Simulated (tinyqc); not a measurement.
Stacked nanosheet transistor, parasitic resistance, capacitance and delay: effect of the number of sheets.

Ns sheets share one contact on top; each has perimeter p = 2 (Ws + ts) and cross-section A = Ws ts; contact width Wc = Ws + 10 nm, stack height Hs = Ns pv. Sheet 1 is the top one. Contact length Lc = CPP - Lg - 2 Lsp, shared by two neighbouring gates. Source and drain sides are equal. The formulas are first-order estimates, not field solutions.

Epitaxy sheet resistance Rsh = re/te, transfer length LT = sqrt(rc/Rsh), contact Rc = [sqrt(rc Rsh)/Wc] coth(Lc/(2 LT)); extension of one sheet Rx = rx Lsp/A. With N sheets: gate Cg = Cinv p N Lg; per side, plate Cp = ks eps0 [Wc (Hs + Hc) - N A]/Lsp, top fringe Cf = (2/pi) ks eps0 Wc ln(1 + Lg/(2 Lsp)), overlap Co = Cinv p N Lov. One sheet: I = p Q vx u/(1 + |u|^1.8)^(1/1.8), Q = Cinv n Vt ln(1 + exp((Vg' - VT + dl Vd')/(n Vt))), u = Vd' mu/(vx Lg), Vg' = Vgs - v, Vd' = Vds - 2 v, with the drop on each side v_j = Rc sum I + rv (sum over levels k = 2..j of the current of sheets k..Ns) + Rx I_j. Ieff = [I(Vgs = Vdd, Vds = Vdd/2) + I(Vdd/2, Vdd)]/2, total currents. With Cs = Cp + Cf + Co, the load of an inverter of two such devices driving an equal one is CL = 2 (Cg + 2 Cs) + 4 Cs + Cw (own drains counted twice for the Miller effect); delay CL Vdd/(2 Ieff).

Parameters, values chosen for the exercise; values close to those of silicon logic devices: temperature T = 300 K; sheet width Ws = 12 nm; sheet thickness ts = 6 nm; vertical pitch of the sheets pv = 12 nm; vertical resistance between sheet levels rv = 204 ohm; contacted gate pitch CPP = 48 nm; gate length Lg = 20 nm; spacer length Lsp = 7 nm; relative permittivity of the spacer ks = 7; gate height above the channel stack Hc = 20 nm; contact resistivity rc = 1.5e-9 ohm cm^2; resistivity of the source-drain epitaxy re = 0.00023 ohm cm; current-carrying depth of the epitaxy te = 20 nm; resistivity of the extension rx = 0.0007 ohm cm; gate overlap Lov = 2 nm; inversion capacitance Cinv = 2.3 uF/cm^2; injection velocity vx = 1.2e7 cm/s; apparent mobility mu = 310 cm^2/(V s); threshold at zero drain voltage VT = 0.27 V; barrier lowering dl = 0.064 V/V; subthreshold factor n = 1.16; wire load Cw = 0.34 fF; supply voltage Vdd = 0.8 V.

Constants: q = 1.602176634e-19 C, kB = 1.380649e-23 J/K, eps0 = 8.8541878128e-12 F/m, Vt = kB T/q. Results are converted to the units shown.

The same in every row: Rc (ohm) = 986.2.

Effect of the number of sheets:
```
Ns  Rx/N (ohm)  Ieff (uA)  CL (aF)  delay (ps)
1        680.6      29.60    437.3       5.910
2        340.3      52.58    497.3       3.783
3        226.9      69.03    557.2       3.229
4        170.1      79.64    617.2       3.100
5        136.1      86.11    677.2       3.145
6        113.4      90.16    737.1       3.270
```

As Ns goes from 1 to 6, Ieff rises from 29.6 to 90.2 uA, CL rises from 437 to 737 aF and the delay goes from 5.91 through a minimum of 3.10 (at Ns = 4 among the rows listed) to 3.27 ps. From the first row to the last Ieff grows by a factor of 3.05 and CL by 1.69; the first step changes the delay by -36 %, the last by 4.0 %.

tinyqc, about 0.06 s, one thread, Intel Xeon 2.30GHz (shared host): `OMP_NUM_THREADS=1 python tinyqc.py 2170006 2170007 out.jsonl`
